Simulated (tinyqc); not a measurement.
Time-dependent dielectric breakdown: cell percolation, Weibull statistics, area scaling and voltage extrapolation: one step, computed by the program tinyqc. Command: `OMP_NUM_THREADS=1 python tinyqc.py 3009707 3009708 out.jsonl tddb walk`. One thread of a shared host (Intel(R) Xeon(R) Processor @ 2.30GHz), about 0.01 s of CPU time with the checks.

The oxide is divided into columns of area a^2, each holding m = t_ox/a cells (m is taken as continuous). A share lambda(t) = (t/t_1)^alpha of the cells is defective, and a column whose cells are all defective breaks down.

Question. A sample of breakdown times. Each device fails at t = t63 (-ln(1 - u))^(1/beta). Sort the times; median rank F_i = (i - 0.3)/(n_s + 0.4) for n_s devices; W = ln(-ln(1 - F_i)).

characteristic life t63 = 396.0721 s

uniform random numbers u: 0.5390  0.1571  0.6885  0.4496  0.5946  0.4450  0.5009  0.3960  0.4952  0.2351  0.7140

Weibull slope beta = 1.115217

Give: Weibull plot.

Answer.

Weibull plot:
```
i   t (s)     F_i   ln t       W
1    81.2  0.0614  4.397  -2.759
2   121.6  0.1491  4.801  -1.823
3   214.3  0.2368  5.368  -1.308
4   246.3  0.3246  5.507  -0.935
5   249.4  0.4123  5.519  -0.632
6   281.6  0.5000  5.641  -0.367
7   285.8  0.5877  5.655  -0.121
8   314.9  0.6754  5.752   0.118
9   361.4  0.7632  5.890   0.365
10  454.7  0.8509  6.120   0.643
11  484.4  0.9386  6.183   1.026
```

Caution: t_1 is an input here; in a real oxide it changes with thickness at fixed voltage.
